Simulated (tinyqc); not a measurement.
Worked calculation: bond unit of a tetrahedral oxide and its oxygen vacancy in tight binding. Values are carried at full precision from step to step, so a last printed digit may differ when a step is redone from the rounded ones.

Two sp3 hybrids h1, h2 at eh = (es + 3 ep)/4 point at one oxygen with orbitals s, px, py, pz; x joins the two cations, z bisects the angle phi, and th = (180 - phi)/2. With u = hbar^2/(m d^2) = 2c/d^2, c = hbar^2/2m0: Vhs = -(1.32 + sqrt3 x 1.42) u/2 and Vhp = (1.42 + sqrt3 x 2.22) u/2. <h|s> = Vhs for both; <h1|px> = Vhp cos(th), <h2|px> = -Vhp cos(th); <h|pz> = Vhp sin(th) for both; py is a lone pair. The unit holds 8 electrons. Coupling between units, which widens the levels into bands, is left out.

Constants: hbar^2/2m0 = 3.80998211 eV angstrom^2.

Values chosen for the exercise (near tabulated values for SiO2; shifted at random, so the results belong to these values and not to a real crystal): es = -14.84 eV (s level of the cation); ep = -7.6 eV (p level of the cation); eos = -33.59 eV (s level of oxygen); eop = -16.69 eV (p level of oxygen); d = 1.59 angstrom (cation-oxygen distance); phi = 156 degrees (bond angle at oxygen); R = 2.76 angstrom (cation-cation distance across the vacancy).

## Level and couplings

Form eh, u, Vhs, Vhp and th.

eh (hybrid level) = -9.4100 eV
u = 3.0141 eV

Vhs, Vhp (eV): [-5.6959, 7.9349]

th = 12.0 degrees

## The matrix

Fill it in.

H (eV), rows h1, h2, s, px, py, pz and columns alike:
```
[[-9.4100, 0, -5.6959, 7.7615, 0, 1.6498],
 [0, -9.4100, -5.6959, -7.7615, 0, 1.6498],
 [-5.6959, -5.6959, -33.5900, 0, 0, 0],
 [7.7615, -7.7615, 0, -16.6900, 0, 0],
 [0, 0, 0, 0, -16.6900, 0],
 [1.6498, 1.6498, 0, 0, 0, -16.6900]]
```

## Levels, weights and charge

Diagonalise; the four lowest levels are filled. The excess of electrons on oxygen is twice the oxygen weight of the filled levels less 6.

levels (eV): [-36.0515, -24.6142, -17.1555, -16.6900, -6.4830, -1.4858]

weights, rows h1, h2, s, px, py, pz; columns level 1, level 2, level 3, level 4, level 5, level 6:
```
[[0.043, 0.171, 0.019, 0.000, 0.438, 0.329],
 [0.043, 0.171, 0.019, 0.000, 0.438, 0.329],
 [0.913, 0.000, 0.009, 0.000, 0.077, 0.000],
 [0.000, 0.657, 0.000, 0.000, 0.000, 0.343],
 [0.000, 0.000, 0.000, 1.000, 0.000, 0.000],
 [0.001, 0.000, 0.953, 0.000, 0.046, 0.000]]
```

highest filled to lowest empty = 10.2070 eV
excess electrons on oxygen = 1.068

The highest filled level is the py orbital of oxygen (100 %) and the lowest empty one is 88 % cation hybrid, even under exchange of the two cations. The spacing is that of an isolated unit and exceeds the gap of the solid.

## The odd block in closed form

The combination (h1 - h2)/sqrt2 couples to px alone, with W2 = sqrt2 Vhp cos(th); W3 = (eh - eop)/2; levels (eh + eop)/2 -/+ sqrt(W2^2 + W3^2); polarity W3/sqrt(W2^2 + W3^2).

W2, W3 (eV): [10.9764, 3.6400]

levels of the odd block (eV): [-24.6142, -1.4858]

polarity = 0.3148

## The neutral oxygen vacancy

Without the oxygen the two hybrids face each other at distance R and couple by -V2, V2 = 3.22 x 2c/R^2, c = hbar^2/2m0: a bond at eh - V2 with two electrons and an antibond at eh + V2. Levels are measured from eop, the lone-pair level that stands for the top of the valence band.

Form V2 and the two levels above eop. R is a chosen distance; in real silica the neutral vacancy relaxes to about 2.5 angstrom.

V2 = 3.2210 eV

levels above eop (eV): bond 4.0590, lone hybrid 7.2800, antibond 10.5010

bond-antibond splitting = 6.4420 eV

The filled bond lies 4.06 eV above the lone pairs, so it can trap a hole; the antibond lies above the lowest empty level of the intact unit (10.21 eV). A lone hybrid, as in a dangling bond, sits at 7.28 eV.

## Checks

- Levels of the odd block against the full matrix: they agree to 1e-10 or better.

tinyqc: `OMP_NUM_THREADS=1 python tinyqc.py 1481940 1481941 out.jsonl`; about 0.01 s, one thread, shared Intel(R) Xeon(R) Processor @ 2.30GHz.
